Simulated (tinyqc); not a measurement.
Gaps across the alloy: virtual-crystal alloy A(1-x)B(x) in sp3s* tight binding.

sp3s* tight binding, nearest neighbours only: anion (a) at 0, cation (c) at a/4 (1,1,1), orbitals s, px, py, pz, s* on each; k in units of 2 pi/a. With phases e_j = exp(i (pi/2) k.n_j) for n = (1,1,1), (1,-1,-1), (-1,1,-1), (-1,-1,1): g0 = (e1+e2+e3+e4)/4, g1 = (e1+e2-e3-e4)/4, g2 = (e1-e2+e3-e4)/4, g3 = (e1-e2-e3+e4)/4. The diagonal holds the levels Esa, Epa, Exa (s*) and Esc, Epc, Exc. Anion-cation block: <sa|sc> = Vss g0; <sa|xc> = Vsapc g1; <xa|sc> = -Vscpa g1; <xa|xc> = Vxx g0; <xa|yc> = <ya|xc> = Vxy g3, <xa|zc> = <za|xc> = Vxy g2, <ya|zc> = <za|yc> = Vxy g1; <s*a|xc> = Vxapc g1; <xa|s*c> = -Vpaxc g1; y and z take g2 and g3 in place of g1; s-s* and s*-s* vanish.

Virtual crystal: a(x) = (1 - x) aA + x aB (Vegard); the six levels are averaged linearly; the seven couplings follow Harrison's rule, V(x) a(x)^2 = (1 - x) V_A aA^2 + x V_B aB^2. No spin-orbit coupling and no disorder. Gaps are measured from the top of the valence band at Gamma; the Delta value is the minimum on (kx,0,0) for kx from 0.5 to 1.

Parameters, chosen for this exercise (A near a published set for Si, B for Ge; such sets place X and L only to about 0.5 eV; not measured data): aA = 5.427 angstrom (lattice constant of A); aB = 5.655 angstrom (of B); pA = (-4.215, 1.722, -4.215, 1.722, 6.692, 6.692, -8.294, 1.722, 4.58, 5.718, 5.718, 5.377, 5.377) eV (order Esa, Epa, Esc, Epc, Exa, Exc, Vss, Vxx, Vxy, Vsapc, Vscpa, Vxapc, Vpaxc); pB = (-5.881, 1.611, -5.881, 1.611, 6.399, 6.399, -6.782, 1.61, 4.916, 5.443, 5.443, 5.237, 5.237) eV (the same for B).

Bowing b from E(x) = (1 - x) E(0) + x E(1) - b x (1 - x), taken at x = 0.5.

Gaps (eV):
```
x      a (angstrom)   Gamma   Delta       L
0.000        5.4270  3.4440  1.1692  2.4798
0.125        5.4555  3.4146  1.1197  2.2516
0.250        5.4840  3.2618  1.0700  2.0262
0.375        5.5125  2.8590  1.0200  1.8036
0.500        5.5410  2.4600  0.9698  1.5841
0.625        5.5695  2.0647  0.9193  1.3678
0.750        5.5980  1.6729  0.8685  1.1550
0.875        5.6265  1.2847  0.8175  0.9457
1.000        5.6550  0.9000  0.7662  0.7401
```

bowing (eV): Gamma -1.152, Delta -0.008, L 0.103

How do the results move, and what explains it?

The lowest valley changes from the Delta line to L near x = 0.98 (linear estimate between rows). The bowing is -1.152 (Gamma), -0.008 (Delta) and +0.103 eV (L); a positive value means that the gap sags below the straight line. At Gamma the lowest empty level is s-like at one end and p-like at the other, so that column has a kink and its b is no true bowing. The virtual crystal leaves out the part of the bowing that comes from disorder and bond relaxation, and this model places the Delta and L valleys only roughly, so crossings, or their absence, can differ from those of the real alloy.

(tinyqc, `OMP_NUM_THREADS=1 python tinyqc.py 1481257 1481258 out.jsonl`, Intel(R) Xeon(R) Processor @ 2.30GHz, 1 thread, shared host, about 0.08 s.)
